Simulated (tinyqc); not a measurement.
Gate voltage for a given inversion charge.

Inverse problem. p-type body, charge-sheet picture, depletion and inversion only, full ionisation (an idealisation for deep acceptors), Boltzmann statistics (rough once Na exp(x - xn) passes about Nc/7). In units of Vt: xg = (Vg - Vfb)/Vt, x = psi/Vt, G = gamma/sqrt(Vt), xn = (2 phiF + Vc)/Vt. The implicit equation is (xg - x)^2 = G^2 [x - 1 + exp(x - xn)] for x above about 3. Cox = eps0 eox/tox. ni = sqrt(Nc Nv) exp(-Eg/(2 Vt)), Eg in volts; phiF = Vt ln(Na/ni); gamma = sqrt(2 q eps0 eps_r Na)/Cox. N_inv = (Cox Vt G/q) [sqrt(x - 1 + exp(x - xn)) - sqrt(x - 1)]. Find x - xn, psi and Vg.

Values chosen for this exercise; band and dielectric values those of a made-up semiconductor:
- T = 250 K (temperature)
- Eg = 1.09 eV (band gap)
- eps_r = 13.2 (relative permittivity)
- Nc = 2.4e19 cm^-3 (conduction-band density of states at T)
- Nv = 2.09e19 cm^-3 (valence-band density of states at T)
- eox = 24.5 (relative permittivity of the gate insulator (close to zirconium oxide))
- tox = 19 nm (insulator thickness)
- Na = 7.6e16 cm^-3 (acceptor density)
- Vfb = -0.67 V (flat-band voltage)
- Vc = 0.5 V (channel-body voltage)

Constants: q = 1.602176634e-19 C, kB = 1.380649e-23 J/K, Vt = kB T/q, eps0 = 8.8541878128e-14 F/cm where lengths are in cm. Results are converted to the units shown.

N_inv = 2.6e11 cm^-2

Solution. N_inv rises steadily with x, so it fixes x; the implicit equation then gives xg directly.

x - xn = 3.399
psi = 1.418 V
Vg = 0.9593 V

tinyqc, about 0.01 s, one thread, Intel Xeon 2.30GHz (shared host): `OMP_NUM_THREADS=1 python tinyqc.py 2122101 2122102 out.jsonl`
